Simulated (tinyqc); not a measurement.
Threshold for a surface state: Tamm state at the end of a one-band chain.

A half-infinite chain with site energy 0 and hopping -t, band E = -2t cos(ka); the end site has energy D. The surface Green function of the unperturbed half chain is g = (E -/+ sqrt(E^2 - 4t^2))/(2t^2), the root with |t g| <= 1 and Im g <= 0, and with the shift G = g/(1 - D g).

Inputs chosen for the exercise: t = 2.26 eV (hopping); a = 2.7 angstrom (spacing).

For |D| > t: E = D + t^2/D, weight on the end site 1 - t^2/D^2, decay length of the amplitude a/ln|D/t|; a dash: no bound state. The last column is the surface density -Im G/pi at E = 0.

Against D:

| D/t | D (eV) | E (eV) | end weight | decay length (angstrom) | density at E = 0 (1/eV) |
|---|---|---|---|---|---|
| -3.00 | -6.780 | -7.5333 | 0.8889 | 2.46 | 0.0141 |
| -2.00 | -4.520 | -5.6500 | 0.7500 | 3.90 | 0.0282 |
| -1.40 | -3.164 | -4.7783 | 0.4898 | 8.02 | 0.0476 |
| -1.10 | -2.486 | -4.5405 | 0.1736 | 28.33 | 0.0637 |
| -0.80 | -1.808 | - | - | - | 0.0859 |
| 0.50 | 1.130 | - | - | - | 0.1127 |
| 0.95 | 2.147 | - | - | - | 0.0740 |
| 1.05 | 2.373 | 4.5254 | 0.0930 | 55.34 | 0.0670 |
| 1.30 | 2.938 | 4.6765 | 0.4083 | 10.29 | 0.0524 |
| 2.50 | 5.650 | 6.5540 | 0.8400 | 2.95 | 0.0194 |

What can be read from this table?

A state splits off only for |D| > t = 2.26 eV, although in the middle of an endless chain any shift binds one. Just past the threshold, at D/t = 1.05, it lies 5.4 meV outside the band and spreads over 55.3 angstrom; at D/t = -3 it holds 89 % of the end site, and the density left at the band centre has fallen to 0.10 of the clean value.

(tinyqc, `OMP_NUM_THREADS=1 python tinyqc.py 1450354 1450355 out.jsonl`, Intel(R) Xeon(R) Processor @ 2.30GHz, 1 thread, shared host, about 0.01 s.)
